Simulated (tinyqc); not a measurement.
Inside a calculation. Method: Hubbard ring of 6 sites. One step of it, computed by the program tinyqc.

Problem. Mean-field iteration 2. H(up) = T + U n(down), H(down) = T + U n(up); fill the lowest levels; n(new) = n + mixing (n(out) - n); E = tr T (rho up + rho down) + U sum n_up n_down of the output.

one-body matrix (hopping and site energies) (eV), lower triangle:
```
           1          2          3          4          5         6
1   0.000000
2  -1.200000   0.000000
3   0.000000  -1.200000   0.000000
4   0.000000   0.000000  -1.200000   0.000000
5   0.000000   0.000000   0.000000  -1.200000   0.000000
6  -1.200000   0.000000   0.000000   0.000000  -1.200000  0.000000
```

U = 2.900000 eV

electrons, up and down: 3  3

mixing = 0.500000

n(up) after iteration 1: 1 0.550019, 2 0.449981, 3 0.550019, 4 0.449981, 5 0.550019, 6 0.449981

n(down) after iteration 1: 1 0.449981, 2 0.550019, 3 0.449981, 4 0.550019, 5 0.449981, 6 0.550019

Give: levels, up; levels, down; energy; n(up) after iteration 2; n(down) after iteration 2.

Solution.

levels, up (eV): -0.9544  0.2413  0.2413  2.6587  2.6587  3.8544

levels, down (eV): -0.9544  0.2413  0.2413  2.6587  2.6587  3.8544

energy = -5.2502 eV

n(up) after iteration 2: 1 0.5500, 2 0.4500, 3 0.5500, 4 0.4500, 5 0.5500, 6 0.4500

n(down) after iteration 2: 1 0.4500, 2 0.5500, 3 0.4500, 4 0.5500, 5 0.4500, 6 0.5500
